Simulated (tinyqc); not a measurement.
Pariser-Parr-Pople SCF with singles CI, for the molecule C=C1C=CC(F)=C1 (SMILES; centres numbered as the heavy atoms are written), step by step. One step of it, computed by the program tinyqc.

Task: Iteration 2: Fock matrix. F_rr = H_rr + P_rr gamma_rr / 2 + sum_(s != r) P_ss gamma_rs; F_rs = H_rs - P_rs gamma_rs / 2; E = tr P (H + F) / 2 + core repulsion sum_(r<s) z_r z_s gamma_rs.

P after iteration 1:
```
           1C         2C         3C         4C         5C         6F         7C
1C   0.751579   0.782668   0.287160  -0.249087  -0.367908   0.185433   0.107101
2C   0.782668   0.982225   0.398474  -0.086373  -0.066902  -0.010885   0.465057
3C   0.287160   0.398474   0.942738   0.820279  -0.055722  -0.057770  -0.276004
4C  -0.249087  -0.086373   0.820279   1.145985   0.440736  -0.054690  -0.197703
5C  -0.367908  -0.066902  -0.055722   0.440736   1.111715   0.245867   0.768039
6F   0.185433  -0.010885  -0.057770  -0.054690   0.245867   1.923030  -0.216175
7C   0.107101   0.465057  -0.276004  -0.197703   0.768039  -0.216175   1.142728
```

core matrix H (eV):
```
            1C          2C          3C          4C          5C          6F          7C
1C  -42.201407   -2.530000    0.000000    0.000000    0.000000    0.000000    0.000000
2C   -2.530000  -52.582778   -2.530000    0.000000    0.000000    0.000000   -2.530000
3C    0.000000   -2.530000  -50.156010   -2.530000    0.000000    0.000000    0.000000
4C    0.000000    0.000000   -2.530000  -51.932143   -2.530000    0.000000    0.000000
5C    0.000000    0.000000    0.000000   -2.530000  -58.438391   -2.220000   -2.530000
6F    0.000000    0.000000    0.000000    0.000000   -2.220000  -69.172491    0.000000
7C    0.000000   -2.530000    0.000000    0.000000   -2.530000    0.000000  -53.310340
```

repulsion gamma_rs (eV):
```
           1C         2C         3C         4C         5C         6F         7C
1C  11.130000   7.554850   5.124062   3.743461   3.743043   2.875965   5.124061
2C   7.554850  11.130000   7.554850   5.519866   5.518526   3.860941   7.552804
3C   5.124062   7.554850  11.130000   7.553862   5.519866   3.861400   5.520570
4C   3.743461   5.519866   7.553862  11.130000   7.554850   5.439767   5.520570
5C   3.743043   5.518526   5.519866   7.554850  11.130000   8.694651   7.552804
6F   2.875965   3.860941   3.861400   5.439767   8.694651  21.400000   5.439766
7C   5.124061   7.552804   5.520570   5.520570   7.552804   5.439766  11.130000
```

Centres (angstrom, eV; a flat drawing with bonds scaled to 1.40 angstrom):
```
centre          x          y  core charge z          W   gamma_rr
1C       2.464000  -0.572000              1  11.160000  11.130000
2C       1.133000  -0.139000              1  11.160000  11.130000
3C       0.700000   1.192000              1  11.160000  11.130000
4C      -0.700000   1.192000              1  11.160000  11.130000
5C      -1.133000  -0.139000              1  11.160000  11.130000
6F      -2.464000  -0.572000              2  39.000000  21.400000
7C       0.000000  -0.962000              1  11.160000  11.130000
```

Give: F; pi energy.

Result:

F (eV):
```
         1C       2C       3C       4C       5C        6F       7C
1C  -5.9305  -5.4865  -0.7357   0.4662   0.6885   -0.2666  -0.2744
2C  -5.4865  -5.8002  -4.0352   0.2384   0.1846    0.0210  -4.2862
3C  -0.7357  -4.0352  -5.1107  -5.6281   0.1538    0.1115   0.7618
4C   0.4662   0.2384  -5.6281  -5.0300  -4.1948    0.1488   0.5457
5C   0.6885   0.1846   0.1538  -4.1948  -4.8057   -3.2889  -5.4304
6F  -0.2666   0.0210   0.1115   0.1488  -3.2889  -16.8859   0.5880
7C  -0.2744  -4.2862   0.7618   0.5457  -5.4304    0.5880  -5.2930
```

pi energy = -136.1775 eV
